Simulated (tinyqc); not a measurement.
From rigid to soft shells: rigid-ion and shell models of the dielectric response of an ionic crystal. Computed by tinyqc, a small Python program. Command: `OMP_NUM_THREADS=1 python tinyqc.py 3024153 3024154 out.jsonl shell walk`. One thread of a shared host (Intel(R) Xeon(R) Processor @ 2.30GHz), about 0.01 s of CPU time with the checks.

Charges +Z and -Z; 8 nearest neighbours, Madelung constant M = 1.762675, volume per ion pair Omega = 1.539601 d^3. Energy per pair U = -M Z^2 e2/d + 8 A exp(-d/rho), e2 = e^2/(4 pi eps_0). In the shell model the anion is a core of charge Y - Z and a massless shell of charge -Y, joined by the spring k; the repulsion acts on the shell. Each ion feels the Lorentz field E + (4 pi/3) P (Gaussian units).

Inputs (values chosen for the exercise, for a model crystal):

| quantity | value | unit |
|---|---|---|
| nearest-neighbour distance d | 2.42 | angstrom |
| ionic charge Z | 2 | e |
| hardness d/rho | 9.11 | - |
| cation mass | 13.7 | u |
| anion mass | 79.9 | u |
| shell charge size Y | 2.11 | e |
| core-shell spring k | 29.1 | eV/angstrom^2 |
| cation polarisability alpha_+ | 0.64 | angstrom^3 |

Structure: caesium chloride.

Constants: e^2/(4 pi eps_0) = 14.39964548 eV angstrom; 1 eV/angstrom^3 = 160.2176634 GPa; nu for 1 eV/(angstrom^2 u) = 15.6333042 THz; 1 THz = 33.35640952 1/cm.

Method:
- Zero pressure fixes 8 A exp(-d/rho) = M Z^2 e2 rho/d^2. Then U = -(M Z^2 e2/d)(1 - rho/d), B = M Z^2 e2 (d/rho - 2)/(9 Omega d), and the spring of one sublattice against the other is R = (1/3) x (Laplacian of the repulsion summed over neighbours) = M Z^2 e2 (d/rho - 2)/(3 d^3), so R = 3 B Omega/d^2.
- With C = 4 pi Z^2 e2/(3 Omega): mu lambda_TO = R - C, mu lambda_LO = R + 2 C; eps_inf = 1 and eps_s = lambda_LO/lambda_TO.
- lambda in eV/(angstrom^2 u) gives the wavenumber 15.6333042 x 33.35640952 x sqrt(lambda); mu is the reduced mass.
- Eliminating the shell gives the anion polarisability alpha_- = Y^2 e2/(k + R), the Szigeti charge Z_S = Z - Y R/(k + R) and the softened spring R' = k R/(k + R). With b = 4 pi (alpha_+ + alpha_-)/(3 Omega): eps_inf = (1 + 2b)/(1 - b) (Clausius-Mossotti); Born charge Z* = Z_S (eps_inf + 2)/3.
- mu lambda_TO = R' - (4 pi e2/(3 Omega)) Z_S^2/(1 - b); mu lambda_LO = mu lambda_TO + 4 pi e2 Z*^2/(eps_inf Omega); eps_s = eps_inf lambda_LO/lambda_TO.

repulsive spring R = 16.9780 eV/angstrom^2

volume Omega = 21.8200 angstrom^3

omega_LO, rigid ions = 953.412 1/cm

Response against the core-shell spring:

| k (eV/angstrom^2) | eps_inf | Z_S | Z* | omega_TO (1/cm) | omega_LO (1/cm) | eps_s |
|---|---|---|---|---|---|---|
| 23 | 3.2697 | 1.1039 | 1.9391 | 299.22 | 557.93 | 11.368 |
| 29 | 2.9223 | 1.2209 | 2.0031 | 303.00 | 597.15 | 11.350 |
| 38 | 2.5922 | 1.3484 | 2.0640 | 306.55 | 641.01 | 11.334 |
| 52 | 2.2936 | 1.4807 | 2.1191 | 309.73 | 688.09 | 11.320 |
| 76 | 2.0281 | 1.6147 | 2.1681 | 312.53 | 737.97 | 11.308 |
| 120 | 1.8105 | 1.7385 | 2.2082 | 314.80 | 786.40 | 11.298 |
| 230 | 1.6262 | 1.8550 | 2.2422 | 316.71 | 834.52 | 11.290 |
| 870 | 1.4752 | 1.9596 | 2.2700 | 318.27 | 880.27 | 11.284 |

What does the comparison show, and why?

From the stiffest to the softest shell eps_inf rises from 1.48 to 3.27 and Z_S falls from 1.96 to 1.10; omega_LO moves by -37 % and omega_TO by -6.0 %. Screening by eps_inf cuts the LO frequency, which rigid ions overstate (rigid ions: 953 per cm); eps_s goes from 11.28 to 11.37.
